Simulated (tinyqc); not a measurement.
What moves the results: donor level screened by free carriers (Yukawa potential). A value that a table varies takes the place of the one given here.

Potential -(q/(eps r)) exp(-ks r), q = e^2/(4 pi eps0). In units Ry* = Ry m/eps^2 and a* = a0 eps/m the problem is [-Laplacian - 2 exp(-x r)/r] psi = E psi with x = ks a*.

Converged values use 18 functions exp(-z r), z = 1.55^i, i = -11 to 6: S = 2/A^3, H = z_i z_j S - 2/(A + x)^2, A = z_i + z_j.

Screening wave number: Debye ks^2 = 4 pi q n/(eps kB T); Thomas-Fermi ks^2 = 6 pi q n/(eps EF) with EF = c (3 pi^2 n/gv)^(2/3)/m, c = hbar^2/2m0; the two are joined by 1/ks^2 = sqrt(1/ks_D^4 + 1/ks_TF^4). 1e18/cm^3 = 1e-6/angstrom^3, q = e^2/(4 pi eps0).

Constants: e^2/(4 pi eps0) = 14.39964547 eV angstrom; kB = 8.617333262e-05 eV/K; hbar^2/2m0 = 3.80998211 eV angstrom^2; Ry = 13.60569312 eV; a0 (Bohr radius) = 0.5291772105 angstrom.

Inputs chosen for the exercise (near those of a donor in Si, with one mean mass; not measured data):
- xs = (0.05, 0.19, 0.28, 0.52, 0.73, 0.93, 1.08) (values of x)
- m = 0.301 m0 (mass)
- eps = 11.5 (dielectric constant)
- gv = 6 (valleys)
- T = 77 K (temperature)
- nl = (0.0033, 0.011, 0.033, 0.11, 0.33, 1.1, 3.3) x 1e18/cm^3 (densities)
- n = 0.11 x 1e18/cm^3 (free-carrier density)

## Towards the loss of the bound state

First order (-1 + 2x), one-parameter (minimum of z^2 - 8 z^3/(2z + x)^2) and converged 1s energies in Ry*, and the mean radius in a*; a dash marks an unbound result.

Results:

| x | first order | trial function | converged | <r> |
|---|---|---|---|---|
| 0.05 | -0.9000 | -0.9036 | -0.9036 | 1.50 |
| 0.19 | -0.6200 | -0.6685 | -0.6686 | 1.55 |
| 0.28 | -0.4400 | -0.5408 | -0.5413 | 1.59 |
| 0.52 | - | -0.2745 | -0.2782 | 1.83 |
| 0.73 | - | -0.1162 | -0.1259 | 2.29 |
| 0.93 | - | -0.0210 | -0.0389 | 3.41 |
| 1.08 | - | - | -0.0068 | 6.93 |

What can be read from the table?

First order loses the state at x = 0.5, the trial function reaches zero energy at x = 1.00, and the exact limit is 1.19. The radius starts at 1.5 a*, grows slowly at first (1.59 at x = 0.28), then steadily, and swells towards the end (6.9 at 1.08), where a single exponential fails: the binding vanishes as the square of the distance from 1.19.

## Binding against carrier density

Ry* = 30.9665 meV
a* = 20.218 angstrom

x from the joined ks; converged 1s binding (dash: x above 1.17, at or past the limit 1.19 where the state unbinds).

Results:

| n (1e18/cm^3) | EF/kB T | 1/ks (angstrom) | x | binding (meV) | n^(1/3) a* |
|---|---|---|---|---|---|
| 0.0033 | 0.01 | 357.5 | 0.057 | 27.61 | 0.030 |
| 0.011 | 0.03 | 195.8 | 0.103 | 25.04 | 0.045 |
| 0.033 | 0.06 | 113.1 | 0.179 | 21.23 | 0.065 |
| 0.11 | 0.13 | 62.0 | 0.326 | 14.95 | 0.097 |
| 0.33 | 0.26 | 36.0 | 0.561 | 7.52 | 0.140 |
| 1.1 | 0.59 | 20.3 | 0.996 | 0.66 | 0.209 |
| 3.3 | 1.23 | 12.8 | 1.574 | - | 0.301 |

What does this show?

The binding falls from 27.6 to 0.7 meV (bare value 31.0); it passes half the bare value between 0.033 and 0.11 x 1e18/cm^3. The level is unbound, or bound by less than 0.001 Ry*, from 3.3 x 1e18/cm^3 on; as the density rises, it is lost by the time n^(1/3) a* reaches 0.30. x grows with exponent 0.50 in n at the start and 0.42 at the end (1/2 for Debye, 1/6 for Thomas-Fermi screening).

## What each parameter does

Ry* = Ry m/eps^2, a* = a0 eps/m, x = ks a* with the joined ks; converged binding. Each row changes one parameter from the base and keeps the others.

Results:

| case | 1/ks (angstrom) | x | binding in Ry* | binding (meV) |
|---|---|---|---|---|
| base | 62.0 | 0.326 | 0.483 | 14.95 |
| n = 0.055 x 1e18/cm^3 | 87.6 | 0.231 | 0.609 | 18.85 |
| T = 137 K | 82.6 | 0.245 | 0.589 | 18.25 |
| m = 0.337 m0 | 62.0 | 0.291 | 0.527 | 18.26 |
| eps = 10.6 | 59.6 | 0.313 | 0.499 | 18.18 |
| gv = 7 | 62.0 | 0.326 | 0.483 | 14.94 |

How do the results move?

The largest shifts from the base row, up to three for each result and ties (the steps differ in size, so this ranks the rows, not the parameters). 1/ks (angstrom): n +25.6, T +20.6, eps -2.5; unchanged at the printed digits by m and gv. x: n -0.095, T -0.081, m -0.035; unchanged at the printed digits by gv. binding in Ry*: n +0.126, T +0.107, m +0.044; unchanged at the printed digits by gv. binding (meV): n +3.91, m +3.31, T +3.30.

Program tinyqc; command `OMP_NUM_THREADS=1 python tinyqc.py 1280117 1280118 out.jsonl`; about 0.03 s on one thread of a shared Intel(R) Xeon(R) Processor @ 2.30GHz.
